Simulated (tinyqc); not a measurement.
Resistance of a tapered via with liner, size effect and interface: one step of the calculation.

A round via whose diameter grows from db at the bottom as D(z) = db + 2 z/tan(ang). The fill, of diameter D - 2 tl, starts above the bottom liner (thickness fb tl) and has rho = rho0 (1 + ks lam/(D - 2 tl)); the sidewall liner conducts in parallel with it. The bottom liner and the interface are crossed over the full area pi db^2/4. Spreading in the lines above and below is left out.

Problem. Total resistance. R_fill = sum of the slices; R_bottom = rl fb tl/(pi db^2/4); R_interface = ri/(pi db^2/4); ballistic (Sharvin) limit 1/(Sb pi (db - 2 tl)^2/4); ideal cylinder rho0 hv/(pi db^2/4).

Inputs (values chosen for the exercise); fill metal close to ruthenium: diameter at the bottom db = 11 nm; height hv = 29 nm; bulk resistivity of the fill rho0 = 7.77 uohm cm; liner on the sidewall tl = 0.3 nm; liner at the bottom over that on the sidewall fb = 0.7; resistivity of the liner rl = 290 uohm cm; interface resistivity at the bottom ri = 1.8e-12 ohm cm^2; ballistic conductance per area, about 3/(4 rho0 lam) Sb = 1.5e15 S/m^2.

| slice | slice resistance (ohm) |
|---|---|
| 0 | 5.0866021 |
| 1 | 4.5113829 |
| 2 | 4.0271860 |
| 3 | 3.6159618 |
| 4 | 3.2638894 |
| 5 | 2.9602475 |
| 6 | 2.6966216 |

Give: parts; R; shares; ballistic limit; ideal cylinder.

Solution.

parts (ohm): fill 26.16, bottom liner 6.408, interface 1.894
R = 34.46 ohm
shares (%): fill 75.91, bottom liner 18.59, interface 5.50
ballistic limit = 7.848 ohm
ideal cylinder = 23.71 ohm

The fill is the largest part, and R is 1.45 times the ideal cylinder. With 2000 slices R = 34.483 ohm.

Program tinyqc, `OMP_NUM_THREADS=1 python tinyqc.py 2750049 2750050 out.jsonl`; Intel Xeon 2.30GHz, shared host, one thread, about 0.01 s.
